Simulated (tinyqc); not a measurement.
Resonant-tunnelling diode, transfer matrices and Tsu-Esaki current: two steps of the calculation.

Emitter (band edge 0), barrier d1, well Lw, barrier d2, collector (edge -V). The bias drops linearly over these layers and none in the contacts; each layer is cut into ns equal slices, flat at the value of their centres. E is the energy of motion across the layers, C = hbar^2/(2 m0), psi and psi'/m are continuous. Transport is coherent, T(E) is taken as independent of the transverse momentum, and charge in the well is ignored.

Values chosen for this exercise; masses and offsets close to those of GaN wells and AlGaN barriers:
```
symbol    value  unit                                               meaning
T           200     K                                           temperature
mw          0.2    m0                 mass in the well, spacer and contacts
ns            1                                        slices in each layer
Ef         0.12    eV  Fermi energy of both contacts above their band edges
V          0.19     V                                 bias of the collector
E       0.05613    eV                                          trial energy
```

Constants: q = 1.602176634e-19 C, kB = 1.380649e-23 J/K, hbar = 1.054571817e-34 J s, m0 = 9.1093837015e-31 kg, Vt = kB T/q, hbar^2/(2 m0) = 0.0380998212 eV nm^2. Results are converted to the units shown.

Question 1. Running product of the slice matrices at the trial energy. For the pair (psi, psi'/m) a flat layer has M = [[cos kd, (m/k) sin kd], [-(k/m) sin kd, cos kd]] with k = sqrt(m (E - U)/C) above its edge U, and M = [[cosh Kd, (m/K) sinh Kd], [(K/m) sinh Kd, cosh Kd]] with K = sqrt(m (U - E)/C) below it. Later slices stand to the left. With M acting on (psi, psi'/m) and v = k/m in each lead, T(E) = 4 vL vR/[(vL vR M12 - M21)^2 + (vR M11 + vL M22)^2]. vL = sqrt(mw E/C)/mw, vR = sqrt(mw (E + V)/C)/mw.

```
slice       U (eV)  m (m0)  width (nm)
0       0.56625000    0.28         0.8
1      -0.09500000     0.2         1.6
2       0.42375000    0.28         0.8
```

Find: Product after each layer; T(E).

Answer 1.

Product after each layer:
```
               M11  M12 (nm)  M21 (1/nm)      M22
barrier d1  2.4595   0.32496      15.539   2.4595
well        3.8092   0.59360     -8.5817  -1.0748
barrier d2  5.0790   0.86875      21.507   3.8756
```

T(E) = 0.038161

Question 2. Current from the resonance alone. J = J0 times the integral over E > 0 of T(E) N(E), N = ln[(1 + exp((Ef - E)/Vt))/(1 + exp((Ef - V - E)/Vt))], J0 = q^2 mw m0 kB T/(2 pi^2 hbar^3) (times 1e-4 for A/cm^2 per eV). For a sharp resonance J = J0 (pi G/2) Tp N(Er), with Er the peak energy, Tp the peak transmission and G the full width at half maximum (in eV). The three values given are estimates from a parabola through three points of 1/T(E).

Er = 0.11718075 eV
Tp = 1.0699528
G = 29.934517 meV

Find: J0; N(Er); J.

Answer 2.

J0 = 5.5782e7 A/(cm^2 eV)
N(Er) = 0.77826
J = 2184.1 kA/cm^2

The full integral over T(E) gives 2335 kA/cm^2; the value above is 6.5 % below it.

Computed by the program tinyqc: `OMP_NUM_THREADS=1 python tinyqc.py 2600049 2600050 out.jsonl`, one thread of a shared Intel Xeon 2.30GHz, about 0.08 s for the whole run.
